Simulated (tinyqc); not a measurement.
Modulation-doped quantum well, Poisson-Schroedinger loop: effect of the temperature.

A well of width L centred at z = 0 between barriers Vb; effective-mass electrons, parabolic bands. The electrons come from donor sheets outside the mesh, a share fL of Ns on the left and the rest on the right, so the structure is neutral. Energies are counted from the band edge of the well, with U = 0 on the first node in the Hartree part.

Schroedinger equation -C d/dz (1/m) dpsi/dz + (V0 + U) psi = E psi, C = hbar^2/(2 m0), on a fine mesh (400 intervals across the well) with hard walls 3.5 nm outside the well edges (to within half a fine step); the lowest 3 levels are kept. V0 = 0 in the well and Vb outside, plus q Fz z (1 kV/cm = 1e-4 eV/nm). N_k = D Vt ln(1 + exp((EF - E_k)/Vt)), D = md m0 q/(pi hbar^2), sum N_k = Ns; n = sum N_k |psi_k|^2. dU/dz = q (fL Ns - integral of n from the left)/(eps0 eps_r). The loop is converged to 1e-9 eV; shares under 0.001 % are printed as 0.

Parameters, values chosen for the exercise; material values close to those of GaN in AlGaN: mass along z in the well mw = 0.195 m0; mass along z in the barriers mb = 0.251 m0; in-plane mass md = 0.201 m0; barrier height Vb = 0.397 eV; relative permittivity (all layers) eps_r = 9.45; well width L = 8 nm; sheet density of electrons Ns = 1.5e12 cm^-2; share of the donors on the left side fL = 1; applied field along z Fz = 0 kV/cm.

Constants: q = 1.602176634e-19 C, kB = 1.380649e-23 J/K, hbar = 1.054571817e-34 J s, m0 = 9.1093837015e-31 kg, Vt = kB T/q, eps0 = 8.8541878128e-14 F/cm where lengths are in cm, hbar^2/(2 m0) = 0.0380998212 eV nm^2. Results are converted to the units shown.

Results:
```
T (K),E2 - E1 (meV),EF - E1 (meV),share of E2 (%),centroid (nm),charge in the barriers (%),range of U in the well (meV)
4,61.1,17.9,0,-1.05,1.86,85.0
20,61.1,17.9,0,-1.05,1.86,85.0
100,61.1,16.6,0.277,-1.04,1.87,85.0
150,61.3,13.7,1.80,-1.03,1.91,85.5
200,61.5,9.05,4.49,-1.00,1.99,86.3
300,62.2,-4.18,10.7,-0.937,2.17,88.2
400,62.9,-21.4,16.1,-0.873,2.37,90.0
```

Estimate the missing row, T = 50 K.

Computed row:
```
T (K),E2 - E1 (meV),EF - E1 (meV),share of E2 (%),centroid (nm),charge in the barriers (%),range of U in the well (meV)
50,61.1,17.8,0.00105,-1.05,1.86,85.0
```

With this row back in the table: As T goes from 4 to 400, E2 - E1 rises from 61.1 to 62.9 meV, EF - E1 falls from 17.9 to -21.4 meV and the share of E2 rises from 0 to 16.1 %. EF stays below E2 throughout.

Numbers from tinyqc (`OMP_NUM_THREADS=1 python tinyqc.py 2140048 2140049 out.jsonl`; about 0.2 s on one thread of a shared Intel Xeon 2.30GHz).
